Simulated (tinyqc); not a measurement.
Random telegraph noise from one oxide trap in a small MOSFET: two steps of the calculation.

An acceptor-like trap exchanges electrons with the channel. Inversion charge Q = Cox u, u = n Vt W0(exp((Vg - VT)/(n Vt))), W0 the Lambert function, n = nf, Cox = eps0 eox/tox; linear regime Id = (W/L) mu Q Vd. Relative to threshold the surface potential rises by Vt ln(u/u0) and the oxide voltage by the rest of Vg - VT, with u0 = n Vt W0(1).

Values chosen for this exercise; values of the order met in silicon transistors:
- T = 300 K (temperature)
- eox = 3.9 (relative permittivity of the gate insulator (close to silicon dioxide))
- tox = 2.4 nm (insulator thickness)
- xt = 0.63 nm (depth of the trap from the channel interface)
- E0 = -0.04 eV (trap level above the channel Fermi level at threshold)
- s0 = 3e-16 cm^2 (capture prefactor)
- EB = 0.52 eV (capture barrier (lattice relaxation))
- lt = 0.2 nm (tunnelling decay length)
- vth = 1.8e7 cm/s (thermal velocity)
- zi = 1.6 nm (thickness of the inversion layer)
- VT = 0.26 V (threshold voltage)
- nf = 1.18 (body factor)
- Vg = 0.15 V (gate voltage)

Constants: q = 1.602176634e-19 C, kB = 1.380649e-23 J/K, Vt = kB T/q, eps0 = 8.8541878128e-14 F/cm where lengths are in cm. Results are converted to the units shown.

Problem 1. Trap level, time constants and occupancy. N = Cox u/q; dpsi = Vt ln(u/u0); E = E0 - dpsi - (xt/tox)(Vg - VT - dpsi); capture time tc = 1/[(N/zi) vth s0 exp(-xt/lt - EB/Vt)]; emission time te = tc exp(-E/Vt); occupancy te/(tc + te).

Find: u; N; dpsi; E; tc; te; occupancy.

Solution 1.

u = 8.0697e-4 V
N = 7.2468e9 cm^-2
dpsi = -0.079242 V
E = 0.047316 eV
tc = 51.907 s
te = 8.3242 s
occupancy = 0.13821

The trap lies 1.8 Vt above the Fermi level, so it is filled 13.8 % of the time.

Problem 2. Lorentzian spectrum. Spectrum S(f) = 4 dI^2/{(tc + te)[(1/tc + 1/te)^2 + (2 pi f)^2]}; corner fc = (1/tc + 1/te)/(2 pi); variance dI^2 tc te/(tc + te)^2. Give S at f = 0, at fc and at 10 fc.

tc = 51.906623 s
te = 8.3242320 s
dI = 0.48871626 nA

Give: fc; S(0); S(fc); S(10 fc); rms current.

Solution 2.

fc = 0.02219 Hz
S(0) = 8.163e-19 A^2/Hz
S(fc) = 4.082e-19 A^2/Hz
S(10 fc) = 8.082e-21 A^2/Hz
rms current = 0.1687 nA

The rms value is 0.345 of the step; it reaches its largest share, 1/2, when tc = te.

Range of the model: VT is taken as given; short-channel effects and the uneven flow of current among few electrons are left out.

tinyqc, about 0.01 s, one thread, Intel Xeon 2.30GHz (shared host): `OMP_NUM_THREADS=1 python tinyqc.py 2710129 2710130 out.jsonl`
